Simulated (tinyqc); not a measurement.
Worked calculation: plane-wave Kohn-Sham cycle with exchange-only LDA in a layered model solid. Computed by tinyqc, a small Python program that keeps every step. Settings: points = 16, plane-wave index or count = 2, electrons = 4, k points = 4, area = 35.0, mixing = 0.8, iteration cap = 63. Command: `OMP_NUM_THREADS=1 python tinyqc.py 31730 31731 out.jsonl` (the two numbers bound the seeds that draw the settings). One thread of a shared host (Intel(R) Xeon(R) Processor @ 2.60GHz), about 0.02 s of CPU time with the checks. Later iterations appear only in the table of the cycle.

## Iteration 1: potential

A solid whose potential varies along x alone (atomic units):
```
parameter                      value
period a                   13.500000
cross-section of the cell  35.000000
electrons per cell                 4
grid points                       16
plane waves -n..n, n               2
k points                           4
V1 in V1 cos(2 pi x/a)     -0.530000
V2 in V2 cos(4 pi x/a)     -0.060000
```

density at the start, on the grid x_j = j a/N (e/bohr^3): [0.00846561, 0.00846561, 0.00846561, 0.00846561, 0.00846561, 0.00846561, 0.00846561, 0.00846561, 0.00846561, 0.00846561, 0.00846561, 0.00846561, 0.00846561, 0.00846561, 0.00846561, 0.00846561]

V_H(G) = 4 pi rho(G)/G^2 for G != 0 (uniform background); v_x = -(3 rho/pi)^(1/3); V = V_ext + V_H + v_x; Fourier components f(G_m) = (1/N) sum_j f(x_j) exp(-i G_m x_j).

Potentials on the grid (hartree):
```
x              V_ext       V_H        v_x          V
0.000000   -0.590000  0.000000  -0.200698  -0.790698
0.843750   -0.532083  0.000000  -0.200698  -0.732781
1.687500   -0.374767  0.000000  -0.200698  -0.575465
2.531250   -0.160396  0.000000  -0.200698  -0.361094
3.375000    0.060000  0.000000  -0.200698  -0.140698
4.218750    0.245249  0.000000  -0.200698   0.044551
5.062500    0.374767  0.000000  -0.200698   0.174069
5.906250    0.447230  0.000000  -0.200698   0.246532
6.750000    0.470000  0.000000  -0.200698   0.269302
7.593750    0.447230  0.000000  -0.200698   0.246532
8.437500    0.374767  0.000000  -0.200698   0.174069
9.281250    0.245249  0.000000  -0.200698   0.044551
10.125000   0.060000  0.000000  -0.200698  -0.140698
10.968750  -0.160396  0.000000  -0.200698  -0.361094
11.812500  -0.374767  0.000000  -0.200698  -0.575465
12.656250  -0.532083  0.000000  -0.200698  -0.732781
```

V(G_m), m = 0, 1, 2, ... (hartree): [-0.200698, -0.265000, -0.030000, 0.000000, 0.000000]

## Iteration 1: Hamiltonian at one k

k = 0.125000 2 pi / a

H(m,m') = (k + G_m)^2/2 delta + V(G_m - G_m'), with V(-G) = V(G).

H (hartree), order -2, -1, +0, +1, +2:
```
[[0.180074, -0.265000, -0.030000, 0.000000, 0.000000],
 [-0.265000, -0.117774, -0.265000, -0.030000, 0.000000],
 [-0.030000, -0.265000, -0.199006, -0.265000, -0.030000],
 [0.000000, -0.030000, -0.265000, -0.063620, -0.265000],
 [0.000000, 0.000000, -0.030000, -0.265000, 0.288382]]
```

## Iteration 1: levels at that k

Diagonalise the Hermitian matrix.

eigenvalues (hartree): [-0.593246, -0.217532, 0.087312, 0.360241, 0.451280]

## Iteration 1: new density

Motion across x is left out: the lowest 2 band(s) hold two electrons at each of the k points (j + 1/2)/nk - 1/2. Residual R = rho(out) - rho(in); rho(new) = rho(in) + 0.8 R. rho(out) = 2/(a A nk) sum |psi|^2 with psi = sum c exp(i G x). Harris energy E = band energy - dV sum rho (V_H/2 + v_x) + (3/4) dV sum rho v_x with rho(in), dV = a A/N, band energy = (2/nk) sum of the filled levels.

rho(out) (e/bohr^3): [0.01705824, 0.01810162, 0.01830180, 0.01391584, 0.00682104, 0.00179829, 0.00019732, 0.00004669, 0.00002630, 0.00004669, 0.00019732, 0.00179829, 0.00682104, 0.01391584, 0.01830180, 0.01810162]

density after iteration 1 (e/bohr^3): [0.01533971, 0.01617442, 0.01633457, 0.01282579, 0.00714995, 0.00313175, 0.00185098, 0.00173047, 0.00171416, 0.00173047, 0.00185098, 0.00313175, 0.00714995, 0.01282579, 0.01633457, 0.01617442]

energy per cell = -1.41308184 hartree

## Iteration 2: potential

As before.

Potentials on the grid (hartree):
```
x              V_ext        V_H        v_x          V
0.000000   -0.590000   0.491335  -0.244679  -0.343343
0.843750   -0.532083   0.459851  -0.249039  -0.321270
1.687500   -0.374767   0.359875  -0.249858  -0.264749
2.531250   -0.160396   0.192452  -0.230508  -0.198451
3.375000    0.060000  -0.012259  -0.189711  -0.141970
4.218750    0.245249  -0.206573  -0.144074  -0.105399
5.062500    0.374767  -0.355327  -0.120909  -0.101470
5.906250    0.447230  -0.445730  -0.118226  -0.116726
6.750000    0.470000  -0.475913  -0.117853  -0.123766
7.593750    0.447230  -0.445730  -0.118226  -0.116726
8.437500    0.374767  -0.355327  -0.120909  -0.101470
9.281250    0.245249  -0.206573  -0.144074  -0.105399
10.125000   0.060000  -0.012259  -0.189711  -0.141970
10.968750  -0.160396   0.192452  -0.230508  -0.198451
11.812500  -0.374767   0.359875  -0.249858  -0.264749
12.656250  -0.532083   0.459851  -0.249039  -0.321270
```

V(G_m), m = 0, 1, 2, ... (hartree): [-0.185449, -0.056228, -0.023305, 0.001670, -0.001163]

## Iteration 2: Hamiltonian at one k

k = 0.125000 2 pi / a

As before.

H (hartree), order -2, -1, +0, +1, +2:
```
[[0.195323, -0.056228, -0.023305, 0.001670, -0.001163],
 [-0.056228, -0.102525, -0.056228, -0.023305, 0.001670],
 [-0.023305, -0.056228, -0.183756, -0.056228, -0.023305],
 [0.001670, -0.023305, -0.056228, -0.048371, -0.056228],
 [-0.001163, 0.001670, -0.023305, -0.056228, 0.303632]]
```

## Iteration 2: levels at that k

As before.

eigenvalues (hartree): [-0.239357, -0.081227, -0.034275, 0.206206, 0.312955]

## Iteration 2: new density

As before.

rho(out) (e/bohr^3): [0.01352971, 0.01297655, 0.01148855, 0.00951912, 0.00762497, 0.00622705, 0.00544804, 0.00513972, 0.00507206, 0.00513972, 0.00544804, 0.00622705, 0.00762497, 0.00951912, 0.01148855, 0.01297655]

density after iteration 2 (e/bohr^3): [0.01389171, 0.01361612, 0.01245775, 0.01018045, 0.00752996, 0.00560799, 0.00472863, 0.00445787, 0.00440048, 0.00445787, 0.00472863, 0.00560799, 0.00752996, 0.01018045, 0.01245775, 0.01361612]

energy per cell = -0.94033366 hartree

## Convergence

Stop when sqrt(dV sum R^2) is below 1e-8, dV = a A/N.

Course of the cycle:
```
iteration  E (hartree)  norm of the residual
1          -1.41308184              1.68e-01
2          -0.94033366              7.14e-02
3          -0.95912790              6.65e-02
4          -0.93009443              5.71e-02
5          -0.93999067              5.41e-02
6          -0.92470881              4.86e-02
7          -0.93096493              4.64e-02
8          -0.92141003              4.27e-02
9          -0.92572641              4.10e-02
10         -0.91917219              3.83e-02
11         -0.92231121              3.69e-02
...                ...                   ...
53         -0.91029072              1.09e-02
54         -0.91015236              1.06e-02
55         -0.91020449              1.04e-02
56         -0.91008212              1.02e-02
57         -0.91012653              9.95e-03
58         -0.91001815              9.72e-03
59         -0.91005596              9.52e-03
60         -0.90995984              9.30e-03
61         -0.90999208              9.12e-03
62         -0.90990693              8.91e-03
63         -0.90993505              8.74e-03
```

Not converged within 63 iterations: the residual falls steadily but slowly, by a factor of about 0.98 a step. Reruns (cap 100 unless said): mixing 0.1: not converged; mixing 0.5, Kerker q0 1.0: converged in 75 (E = -0.90930); mixing 0.3, Pulay depth 5: converged in 12 (E = -0.90930); the original settings with a cap of 400: not converged.
